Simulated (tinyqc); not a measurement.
Dopants and charged point defects at anneal temperature: Fermi-level effect, clustering and pairing. Changing the anneal temperature T. Computed by tinyqc, a small Python program. Command: `OMP_NUM_THREADS=1 python tinyqc.py 3010301 3010302 out.jsonl pairing sweep`. One thread of a shared host (Intel(R) Xeon(R) Processor @ 2.30GHz), about 0.03 s of CPU time with the checks.

Boltzmann statistics and full ionisation of active dopants. Energies are counted from the valence band; the defect (a vacancy or self-interstitial) has five charge states, with all degeneracy factors one.

Inputs (values chosen for the exercise, for a model semiconductor):

| quantity | value | unit |
|---|---|---|
| gap at 0 K E_g0 | 1.6 | eV |
| Varshni alpha | 0.000414 | eV/K |
| Varshni beta | 205 | K |
| electron mass m_e | 0.0749 | m_0 |
| valleys M_c | 1 | - |
| hole mass m_h | 0.703 | m_0 |
| total dopant density N | 1.1e+18 | cm^-3 |
| formation enthalpy of the neutral defect H_f | 3.05 | eV |
| formation entropy S_f | 5.9 | k_B |
| site density N_s | 3e+22 | cm^-3 |
| dopant atoms per cluster k | 4 | - |
| cluster binding energy E_b | 1.66 | eV |

Dopant: acceptor. Second part: clustering of the dopant.

defect levels as fractions of E_g(T): (2+/+), (+/0), (0/-), (-/2-): 0.12  0.25  0.53  0.7

Constants: m_0 = 9.1093837015e-31 kg; k_B = 1.380649e-23 J/K; h = 6.62607015e-34 J s; k_B = 8.617333262e-05 eV/K.

Method:
- E_g = E_g0 - alpha T^2/(T + beta).
- N_c = 2 M_c (2 pi m_e k_B T/h^2)^(3/2) and N_v = 2 (2 pi m_h k_B T/h^2)^(3/2), masses in units of m_0.
- n_i = sqrt(N_c N_v) exp(-E_g/2 k_B T); E_i = E_g/2 + (k_B T/2) ln(N_v/N_c).
- p = A/2 + sqrt(A^2/4 + n_i^2) for an active density A.
- k ionised dopants and k carriers form one neutral cluster: C = N_s (A/N_s)^k (p/N_b)^k exp(E_b/k_B T), N_b the effective density of states of the majority band, and N = A + k C (60 bisections in ln A between ln N - 90 and ln N).
- chi = n/n_i (for acceptors n_i/p); E_F = E_i + k_B T ln chi; field enhancement h = 1 + A/sqrt(A^2 + 4 n_i^2).
- C_0 = N_s exp(S_f/k_B) exp(-H_f/k_B T). Ratios to the neutral state at E_F = E_i: r_+ = exp((E(+/0) - E_i)/k_B T), r_2+ = r_+ exp((E(2+/+) - E_i)/k_B T), r_- = exp((E_i - E(0/-))/k_B T), r_2- = r_- exp((E_i - E(-/2-))/k_B T); at other E_F state q scales as chi^(-q). The enhancement is sum r_q chi^(-q)/sum r_q. The charge on the defects is left out of neutrality.

One run for each value:

| anneal temperature T (K) | all defects, doped (cm^-3) | enhancement over intrinsic | n_i (cm^-3) | active density A (cm^-3) | mean charge (e) |
|---|---|---|---|---|---|
| 630 | 1.0990e+02 | 7.0930 | 2.0482e+13 | 1.1000e+18 | 1.2983 |
| 694 | 7.7508e+03 | 2.6035 | 9.6119e+13 | 1.1000e+18 | 1.1258 |
| 759 | 3.0464e+05 | 1.2030 | 3.5867e+14 | 1.1000e+18 | 0.9430 |
| 823 | 6.9931e+06 | 0.6826 | 1.0823e+15 | 1.1000e+18 | 0.7584 |
| 887 | 1.1066e+08 | 0.4504 | 2.8105e+15 | 1.1000e+18 | 0.5831 |
| 951 | 1.2942e+09 | 0.3333 | 6.4701e+15 | 1.1000e+18 | 0.4281 |
| 1020 | 1.3852e+10 | 0.2651 | 1.4248e+16 | 1.1000e+18 | 0.2837 |
| 1080 | 8.9354e+10 | 0.2317 | 2.6226e+16 | 1.1000e+18 | 0.1686 |

Describe and explain the trends.

Over the rows, all defects, doped (cm^-3) rises from 110 to 8.94e10 (exponent d ln y / d ln x 44 between the first rows and 33 between the last); enhancement over intrinsic falls from 7.09 to 0.232 (exponent d ln y / d ln x -10 between the first rows and -2.4 between the last); n_i (cm^-3) rises from 2.05e13 to 2.62e16 (exponent d ln y / d ln x 16 between the first rows and 11 between the last). A line through ln(all defects) against 1/(k_B T) gives 2.67 eV, against H_f = 3.05 eV for the neutral state alone.
